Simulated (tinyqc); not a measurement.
Raman shift of the zone-centre optical phonon of a diamond-structure crystal under stress. From total shift back to local temperature T. Computed by tinyqc, a small Python program. Command: `OMP_NUM_THREADS=1 python tinyqc.py 3008651 3008652 out.jsonl ramanstress inv`. One thread of a shared host (Intel(R) Xeon(R) Processor @ 2.30GHz), about 0.02 s of CPU time with the checks.

Axes x, y, z are the cube axes. Strain shifts the threefold optical mode and can split it; p, q and r are the phonon deformation potentials.

Inputs (values chosen for the exercise, modelled on silicon):

| quantity | value | unit |
|---|---|---|
| unstrained frequency omega_0 | 520.6 | 1/cm |
| p/omega_0^2 | -1.91 | - |
| q/omega_0^2 | -2.21 | - |
| r/omega_0^2 | -0.721 | - |
| C11 | 166.9 | GPa |
| C12 | 63.55 | GPa |
| C44 | 79.19 | GPa |
| stress sigma (tension positive) | 0.25 | GPa |
| polarisation angle phi | 75 | degree |
| temperature coefficient d omega/dT | -0.023 | 1/(cm K) |
| laser wavelength | 532 | nm |

Stress state: biaxial. Axis: [111].

Constants: h = 6.62607015e-34 J s; c = 299792458 m/s; k_B = 1.380649e-23 J/K.

Method:
- S11 = (C11 + C12)/D, S12 = -C12/D, D = (C11 - C12)(C11 + 2 C12), S44 = 1/C44.
- Equal biaxial stress in the plane normal to the axis (unit vector n): sigma_ij = sigma (delta_ij - n_i n_j).
- eps_xx = S11 sigma_xx + S12 (sigma_yy + sigma_zz), and cyclic; eps_xy = S44 sigma_xy/2 (tensor strain).
- Secular matrix: M_xx = p eps_xx + q (eps_yy + eps_zz), M_xy = 2 r eps_xy; its eigenvalues are omega^2 - omega_0^2, and the shifts are these over 2 omega_0.
- Backscattering from a (001) surface: incident polarisation (cos phi, sin phi, 0). With Raman tensors (R_z)_xy = (R_z)_yx = 1 and cyclic, only the z component u_z of a mode counts: I = u_z^2 sin^2(2 phi) for parallel and u_z^2 cos^2(2 phi) for crossed polarisers. An unresolved line sits at the intensity-weighted shift, which is M_zz/(2 omega_0).
- A temperature above 300 K shifts the line by (d omega/dT)(T - 300 K); divided by the shift per stress it poses as a stress; the total shift adds it to the shift of the observed line. The anti-Stokes to Stokes ratio is [(omega_L + omega_0)/(omega_L - omega_0)]^3 exp(-h c omega_0/(k_B T)) in photon counts, omega_L = 1/wavelength, resonance effects left out.

Question. A run gave the result below. Find the local temperature T, known to lie between 320 and 620 K.

total shift = -2.78787 1/cm

Answer.

Each step takes the trial c = (a f_b - b f_a)/(f_b - f_a), f being the result less the target and a, b, c the logarithms of the listed values; c replaces end b, the old b replaces a if the sign of f changed, and otherwise f_a is halved.

Scan of the range:

| local temperature T (K) | total shift (1/cm) |
|---|---|
| 320 | -1.39407 |
| 357 | -2.24507 |
| 399 | -3.21107 |
| 445 | -4.26907 |
| 497 | -5.46507 |
| 555 | -6.79907 |
| 620 | -8.29407 |

False position (Illinois rule, in the logarithm of the input) inside the bracket:

| step | end a | end b | trial | total shift (1/cm) |
|---|---|---|---|---|
| 1 | 357.000 | 399.000 | 380.024 | -2.77462 |
| 2 | 399.000 | 380.024 | 380.587 | -2.78756 |
| 3 | 399.000 | 380.587 | 380.613 | -2.78817 |
| 4 | 380.587 | 380.613 | 380.600 | -2.78787 |
| 5 | 380.613 | 380.600 | 380.600 | -2.78787 |

Total shift falls at every point of a 13-point scan of the range (every second point is shown), so one value fits; it is bracketed by 357 and 399. The scan shows a straight line, so linear interpolation between any two rows gives the answer at once. Answer: local temperature T = 380.6 K.

Caution: this stress has components normal to the (001) face, so it cannot reach a free (001) surface; it can act on buried material.
